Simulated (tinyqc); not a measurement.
Luttinger-Kohn k.p, four valence bands, step by step. One step of it, computed by the program tinyqc.

Task: Bloch Hamiltonian at k. P = c g1 k^2, Q = c g2 (kx^2 + ky^2 - 2 kz^2), R = c sqrt3 [-g2 (kx^2 - ky^2) + 2i g3 kx ky], S = 2 c sqrt3 g3 (kx - i ky) kz, c = hbar^2/2m = 3.809982 eV angstrom^2; rows [P+Q, -S, R, 0], [-S*, P-Q, 0, R], [R*, 0, P-Q, S], [0, R*, S*, P+Q]. The path ends lie at |k| = 0.05 1/angstrom.

Luttinger parameters chosen for this model; energies are counted downward from the top of the valence band:
```
parameter     value  unit
g1         9.310000
g2         2.810000
g3         3.520000
```

k point k (1/angstrom): -0.041000  0.007000  0.018000

Give: H(k) at k.

Result:

H(k) at k (eV):
```
                  3/2              1/2             -1/2             -3/2
3/2            0.0844   0.0343+0.0059i  -0.0303-0.0133i           0.0000
1/2    0.0343-0.0059i           0.0613           0.0000  -0.0303-0.0133i
-1/2  -0.0303+0.0133i           0.0000           0.0613  -0.0343-0.0059i
-3/2           0.0000  -0.0303+0.0133i  -0.0343+0.0059i           0.0844
```
